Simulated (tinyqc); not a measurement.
Changing the test temperature T: electromigration in a confined line: Blech product, Korhonen stress evolution and Black's law. Computed by tinyqc, a small Python program. Command: `OMP_NUM_THREADS=1 python tinyqc.py 3013989 3013990 out.jsonl emigr sweep`. One thread of a shared host (Intel(R) Xeon(R) Processor @ 2.30GHz), about 0.01 s of CPU time with the checks.

The electron wind pushes atoms from the cathode (x = 0) to the anode (x = L); blocking ends build a back stress (tension positive). The input rho is taken not to change with temperature. d sigma/dt = d/dx [kappa (d sigma/dx + G)], with zero flux at both ends and sigma = sigma_0 at t = 0.

Inputs (values chosen for the exercise, close to those used for copper lines):

| quantity | value | unit |
|---|---|---|
| resistivity rho | 3.53 | micro-ohm cm |
| atomic volume Omega | 11.8 | angstrom^3 |
| effective charge number Z* | 1.8 | - |
| prefactor D0 | 2.4e-08 | m^2/s |
| activation energy E | 0.853 | eV |
| effective modulus B | 18 | GPa |
| critical stress sigma_c | 130 | MPa |
| initial stress sigma_0 | 42 | MPa |
| current density j | 2.8 | MA/cm^2 |
| line length L | 110 | um |
| use temperature T_u | 85 | C |
| use current density j_u | 0.39 | MA/cm^2 |
| current exponent n | 2 | - |

Start: thermal stress.

Constants: e = 1.602176634e-19 C; k_B = 8.617333262e-05 eV/K; k_B = 1.380649e-23 J/K.

Method:
- G = Z* e rho j/Omega; D = D0 exp(-E/(k_B T)); kappa = D B Omega/(k_B T); drift velocity of an unconfined line v = D Z* e rho j/(k_B T). SI: 1 micro-ohm cm = 1e-8 ohm m, 1 MA/cm^2 = 1e10 A/m^2.
- Temperatures in kelvin are T(C) + 273.15.
- At steady state sigma(x) = sigma_0 + G (L/2 - x). A void forms only if the cathode stress reaches sigma_c, that is if j L exceeds (j L)_c = 2 Omega (sigma_c - sigma_0)/(Z* e rho). Time scale tau = L^2/kappa.
- Median life t50 = A j^(-n) exp(E/(k_B T)); acceleration factor = t50(use)/t50(test) = (j/j_u)^n exp[(E/k_B)(1/T_u - 1/T)].

One run for each value:

| test temperature T (C) | tau (h) | drift velocity (nm/h) | acceleration factor | critical product (j L)_c (A/cm) |
|---|---|---|---|---|
| 150 | 5.5597e+04 | 2.9208e-01 | 3.5974e+03 | 2040.0 |
| 175 | 1.5968e+04 | 1.0170e+00 | 1.3266e+04 | 2040.0 |
| 200 | 5.2477e+03 | 3.0944e+00 | 4.2616e+04 | 2040.0 |
| 225 | 1.9335e+03 | 8.3984e+00 | 1.2177e+05 | 2040.0 |
| 250 | 7.8564e+02 | 2.0669e+01 | 3.1474e+05 | 2040.0 |
| 275 | 3.4731e+02 | 4.6755e+01 | 7.4598e+05 | 2040.0 |
| 300 | 1.6520e+02 | 9.8298e+01 | 1.6399e+06 | 2040.0 |
| 325 | 8.3764e+01 | 1.9386e+02 | 3.3752e+06 | 2040.0 |
| 350 | 4.4926e+01 | 3.6145e+02 | 6.5559e+06 | 2040.0 |

Over the rows, tau (h) falls from 55600 to 44.9; drift velocity (nm/h) rises from 0.292 to 361. With rho, Z* and sigma_c held fixed the critical product does not depend on temperature; only the clock does.

Caution (rows 300, 325, 350): an acceleration factor above a million assumes one mechanism over a range that no test covers.
